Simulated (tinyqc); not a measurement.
# Charge pumping in an n-channel transistor: effect of temperature

The gate is pulsed from accumulation to inversion and back. Energies E are counted from the intrinsic level; Dit(E) = D0 [1 + b (2 E/Eg)^2]. During each edge the traps near the bands emit their carriers, and those between Eh and Ee recombine once a cycle.

Nc and Nv are given at 300 K and scale as T^1.5, vth as T^0.5; Eg and the cross-sections are held. ni = sqrt(Nc Nv) exp(-Eg/(2 Vt)), Eg in volts; emission times te = (dV/Va) tf and th = (dV/Va) tr; Ee = -Vt ln(vth sn ni te), Eh = +Vt ln(vth sp ni th). Nit = integral of Dit from Eh to Ee = D0 [Ee - Eh + 4 b (Ee^3 - Eh^3)/(3 Eg^2)], Qcp = q A Nit, Icp = f Qcp.

Inputs (values chosen for the exercise); band and dielectric values close to those of silicon:

| symbol | value | unit | meaning |
|---|---|---|---|
| Eg | 1.12 | eV | band gap |
| Nc | 2.84e19 | cm^-3 | conduction-band density of states at 300 K |
| Nv | 2.62e19 | cm^-3 | valence-band density of states at 300 K |
| A | 5.5 | um^2 | gate area |
| D0 | 1.3e11 | cm^-2 eV^-1 | trap density at midgap |
| b | 0 |  | rise of the trap density towards the band edges |
| sn | 2.5e-15 | cm^2 | cross-section for electrons |
| sp | 2.2e-15 | cm^2 | cross-section for holes |
| vth | 1.6e7 | cm/s | thermal velocity at 300 K, one nominal value for electrons and holes |
| dV | 0.62 | V | Vth - Vfb |
| Va | 2.3 | V | pulse height |
| f | 91000 | Hz | frequency |
| tr | 120 | ns | rise time |
| tf | 930 | ns | fall time |

Constants: q = 1.602176634e-19 C, kB = 1.380649e-23 J/K, Vt = kB T/q. Results are converted to the units shown.

Effect of temperature:
```
T (K),Ee (eV),Eh (eV),Nit (cm^-2),Icp (pA)
180,0.3817,-0.4154,1.036e11,83.09
220,0.3344,-0.3757,9.231e10,74.02
260,0.2859,-0.3347,8.068e10,64.69
300,0.2364,-0.2926,6.876e10,55.14
340,0.1859,-0.2496,5.661e10,45.40
380,0.1346,-0.2058,4.425e10,35.48
420,0.08254,-0.1613,3.170e10,25.42
```

The window Ee - Eh shrinks from 0.797 to 0.244 eV, since emission is faster when hot, and Icp falls from 83.1 to 25.4 pA.

Range of the model: The Fermi levels of inversion and accumulation are taken to lie beyond Ee and Eh, the flat tops to fill all traps, and no geometric current is added.

Computed by the program tinyqc: `OMP_NUM_THREADS=1 python tinyqc.py 2030087 2030088 out.jsonl`, one thread of a shared Intel Xeon 2.30GHz, about 0.01 s for the whole run.
